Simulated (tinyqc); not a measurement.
Coverage along the feature as the dose grows: atomic layer deposition: Langmuir saturation, growth per cycle and coating of deep features. Computed by tinyqc, a small Python program. Command: `OMP_NUM_THREADS=1 python tinyqc.py 3004680 3004681 out.jsonl ald walk`. One thread of a shared host (Intel(R) Xeon(R) Processor @ 2.30GHz), about 0.01 s of CPU time with the checks.

Precursor A sticks only on free sites, so a long enough pulse saturates; co-reactant B then frees the sites again.

Inputs (values chosen for the exercise, modelled on aluminium oxide from trimethylaluminium and water): precursor mass M = 72 u; site density q = 4.4 1/nm^2; sticking probability beta on free sites = 0.033; precursor pressure p = 0.62 Pa; temperature T = 350 C; pulse time t = 0.043 s; desorption energy E_d = 2.04 eV; aspect ratio a = 22.

Feature: round hole.

Constants: u = 1.6605390666e-27 kg; k_B = 1.380649e-23 J/K; k_B = 8.617333262e-05 eV/K.

Method:
- Wall flux F = p/sqrt(2 pi M k_B T); rate of filling k_a = beta F/q; desorption k_d = 1e13 exp(-E_d/(k_B T)) per second. 1/m^2 = 1e-18/nm^2.
- Temperatures in kelvin are T(C) + 273.15.
- Diffusion-limited filling (Gordon) of a round hole of diameter w: a saturation front at depth z needs dz/dt = D_K n/(z (4q/w)), with Knudsen D_K = w c/3 and F = n c/4; including the entrance and floor terms, t = (q/F)(1 + 19a/4 + 3a^2/2). Reaction-limited filling needs ln(100)/k_a at any depth, k_a = beta F/q. Flow is molecular. The front picture holds when the modulus a sqrt(beta) is well above 1.
- Depth reached by the given pulse: solve the same formula for a. Exposure = p x diffusion-limited time; 1 langmuir = 1.33322e-4 Pa s.
- Continuum model with steady gas transport: d2n/dz2 = 3 beta (1 - th) n/d_h^2 (d_h the hydraulic diameter, n = 1 at the mouth, no flux at the floor, 60 cells), d th/dt = beta F n (1 - th)/q; no desorption. Times are multiples of the larger of the Gordon time and ln(100)/k_a.

diffusion-limited time = 0.474397 s

time to 99 % without desorption, ln(100)/k_a = 0.0796180 s

flux F = 7712.11 1/(nm^2 s)

modulus = 3.99650

Coverage:
```
multiple    t (s)  top cell  quarter depth  half depth  three quarters  floor cell
0.05      0.02372     0.730          0.252       0.052           0.010       0.003
0.10      0.04744     0.928          0.494       0.124           0.024       0.009
0.20      0.09488     0.995          0.827       0.323           0.073       0.026
0.40      0.18976     1.000          0.991       0.761           0.273       0.110
0.60      0.28464     1.000          1.000       0.960           0.593       0.306
0.80      0.37952     1.000          1.000       0.997           0.880       0.656
1.00      0.47440     1.000          1.000       1.000           0.994       0.975
1.30      0.61672     1.000          1.000       1.000           1.000       1.000
```

What does the comparison show, and why?

At a multiple of 0.2 the coverage is 0.99 at the top and 0.03 at the floor. The coverage falls gradually with depth, without a sharp front. In the last row the floor reaches 1.000.
